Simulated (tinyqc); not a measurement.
Temperatures in a stack of 4 dies with leakage feedback: one step of the calculation.

One-dimensional heat flow to a sink below die 0. The power of each die is released in a plane at its top; from the plane of die j > 0 heat crosses its silicon (ts), a bond layer and the wiring of die j - 1; from die 0 it crosses t0, paste and sink. Copper shares the path through bond and wiring in parallel: k_eff = fm km + (1 - fm) k. Silicon is taken at the temperature of the plane above it. Leakage is P_l exp((T - 350 K)/Tl).

Task. Resistances per area at 300 K. R = thickness/conductivity for each layer.

Inputs (values chosen for the exercise); conductivities of the order met in silicon, wiring layers, bonds and pastes:
```
symbol,value,unit,meaning
k0,149,W/(m K),conductivity of silicon at 300 K
ts,100,um,thickness of a thinned die
t0,300,um,thickness of the die next to the sink
tb,13,um,thickness of the wiring layers
kb,3.9,W/(m K),conductivity of the wiring layers
tg,10,um,thickness of a bond layer
kg,0.5,W/(m K),conductivity of the bond dielectric
fm,0,,area share of copper through bond and wiring
km,390,W/(m K),conductivity of copper
Rt,0.26,K cm^2/W,paste and lid
Rs,0.43,K cm^2/W,heat sink
```

Give: thick die; thinned die; k_eff of the bond; k_eff of the wiring; bond plus wiring; paste plus sink.

Result.

thick die = 0.02013 K cm^2/W
thinned die = 0.006711 K cm^2/W
k_eff of the bond = 0.5000 W/(m K)
k_eff of the wiring = 3.900 W/(m K)
bond plus wiring = 0.2333 K cm^2/W
paste plus sink = 0.6900 K cm^2/W

tinyqc, about 0.03 s, one thread, Intel Xeon 2.30GHz (shared host): `OMP_NUM_THREADS=1 python tinyqc.py 2162120 2162121 out.jsonl`
